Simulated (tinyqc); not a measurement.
The network against temperature: hopping conduction between localised states. Computed by tinyqc, a small Python program. Command: `OMP_NUM_THREADS=1 python tinyqc.py 3016676 3016677 out.jsonl hop walk`. One thread of a shared host (Intel(R) Xeon(R) Processor @ 2.30GHz), about 0.01 s of CPU time with the checks.

Energies are counted from the Fermi level. A small network shows the mechanism; the laws of an infinite system follow.

Inputs (values chosen for the exercise, for a model amorphous semiconductor): localisation length xi = 1.2 nm; temperature T = 90 K.

Dimension: 2D.

sites of the small network (nm, nm, meV):
```
,x,y,energy
1,0,0.33,2.12
2,2.95,3.48,28.07
3,4.08,3.29,7.68
4,6.52,1.69,9.86
5,9.3,3.28,-23.98
6,12,0.36,-0.03
```

Constants: k_B = 8.617333262e-05 eV/K.

Method:
- Miller-Abrahams exponent s_ij = 2 r_ij/xi + (|E_i| + |E_j| + |E_i - E_j|)/(2 k_B T); G_ij = G_0 exp(-s_ij).
- Site 1 is held at potential 1 and site 6 at 0; Kirchhoff's law sum_j G_ij (u_i - u_j) = 0 fixes the others; G = sum_j G_1j (1 - u_j).
- Critical exponent s_c: the smallest value such that bonds with s_ij <= s_c connect site 1 with site 6.
- The last column is the length of the critical bond.

Network:
```
T (K),-ln(G/G_0),s_c,critical hop (nm)
27,13.765,13.649,5.6391
40,12.393,12.268,5.6391
63,11.123,11.220,5.6391
90,10.241,9.720,3.9770
140,9.387,9.038,5.0406
220,8.774,8.673,4.3157
450,8.188,7.917,4.3157
```

-ln(G/G_0) follows s_c within 0.6. The critical hop is 5.64 nm long at the lowest T and 4.32 nm at the highest: on cooling the carrier goes farther to find a site of nearer energy, which is variable-range hopping, though in so small a sample not at every step.

Extremes, crossings and ranges named in words are read from the listed rows.
